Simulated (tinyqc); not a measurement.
Barrier and mass from two Fowler-Nordheim currents.

Question. Fowler-Nordheim tunnelling through a dielectric follows J = A F^2 exp(-B/F), A = q^2 me/(16 pi^2 hbar m1 phi1) (A/V^2 with phi1 in volts), B = (4/3) sqrt(m1/C) phi1^1.5 (V/nm), C = hbar^2/(2 m0). Find B, A, phi1 and m1.

Parameters, values chosen for the exercise:
```
symbol,value,unit,meaning
me,0.97,m0,emitter mass in the supply function
```

Constants: q = 1.602176634e-19 C, hbar = 1.054571817e-34 J s, m0 = 9.1093837015e-31 kg, hbar^2/(2 m0) = 0.0380998212 eV nm^2. Results are converted to the units shown.

J at F = 0.86 and 1.24 V/nm (A/cm^2): 1.7459322e-6  0.054039755

Solution. The slope of ln(J/F^2) against 1/F is -B and the intercept gives A. A fixes the product m1 phi1, and B = (4/3) phi1 sqrt(m1 phi1/C) then gives phi1.

B = 27.0 V/nm
A = 9.76e-7 A/V^2
phi1 = 3.19 eV
m1 = 0.480 m0

Program tinyqc, `OMP_NUM_THREADS=1 python tinyqc.py 2540010 2540011 out.jsonl`; Intel Xeon 2.30GHz, shared host, one thread, about 0.02 s.
